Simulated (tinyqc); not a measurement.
Hole subbands of a hard-walled well, four-band Luttinger model: one step. Mass of HH1 in the plane. Three cases, with inputs chosen for the exercise.

Question. Second order in k: 1/m = g1 + g2 - sum_n 12 c g3^2 D_1n^2/(LHn - HH1) over even n up to 60, with D_1n = 4n/(L (n^2 - 1)) in size, LHn - HH1 = c [(g1 + 2 g2) n^2 - (g1 - 2 g2)](pi/L)^2 + 2 Zs, c = hbar^2/2m0.

Constants: hbar^2/2m0 = 3.80998211 eV angstrom^2.

Case 1.

Values chosen (near those of Ge; the results hold for these values, not for the real material): g1 = 13.36 (Luttinger gamma1); g2 = 4.25 (gamma2); g3 = 5.66 (gamma3); L = 55 angstrom (well width along [001]); Zs = 0 eV (shear strain energy).

Case 2.

Values chosen (near those of Si; the results hold for these values, not for the real material): g1 = 4.25 (Luttinger gamma1); g2 = 0.34 (gamma2); g3 = 1.43 (gamma3); L = 145 angstrom (well width along [001]); Zs = 0 eV (shear strain energy).

Case 3.

Values chosen (near those of Si; the results hold for these values, not for the real material): g1 = 4.33 (Luttinger gamma1); g2 = 0.34 (gamma2); g3 = 1.45 (gamma3); L = 105 angstrom (well width along [001]).

shear strain energy Zs = 0.0487429 eV

Give: LHn - HH1 for n = 2, 4, 6; terms for n = 2, 4, 6; sum of all terms; mass without mixing, 1/(g1 + g2); 1/m with mixing.

Answer.

Case 1.

LHn - HH1 for n = 2, 4, 6 (meV): [1026.5, 4287.4, 9722.1]
terms for n = 2, 4, 6: [3.3541, 0.1285, 0.0234]
sum of all terms = 3.5197
mass without mixing, 1/(g1 + g2) = 0.0568 m0
1/m with mixing = 14.0903 1/m0

Mixing with the light holes takes m from 0.057 to 0.071 m0.

Case 2.

LHn - HH1 for n = 2, 4, 6 (meV): [28.9, 134.7, 311.0]
terms for n = 2, 4, 6: [1.0948, 0.0376, 0.0067]
sum of all terms = 1.1429
mass without mixing, 1/(g1 + g2) = 0.2179 m0
1/m with mixing = 3.4471 1/m0

Mixing with the light holes takes m from 0.218 to 0.290 m0. LH1 lies only 2.4 meV away and couples from order k^2 on, so this mass holds only very near k = 0.

Case 3.

LHn - HH1 for n = 2, 4, 6 (meV): [153.4, 358.4, 700.2]
terms for n = 2, 4, 6: [0.4042, 0.0277, 0.0059]
sum of all terms = 0.4414
mass without mixing, 1/(g1 + g2) = 0.2141 m0
1/m with mixing = 4.2286 1/m0

Mixing with the light holes takes m from 0.214 to 0.236 m0.

Computed by tinyqc, one run a case: `OMP_NUM_THREADS=1 python tinyqc.py N N+1 out.jsonl` with N = 1281307, 1281338, 1281868; one thread of a shared Intel(R) Xeon(R) Processor @ 2.30GHz, about 0.2 s a run at most.
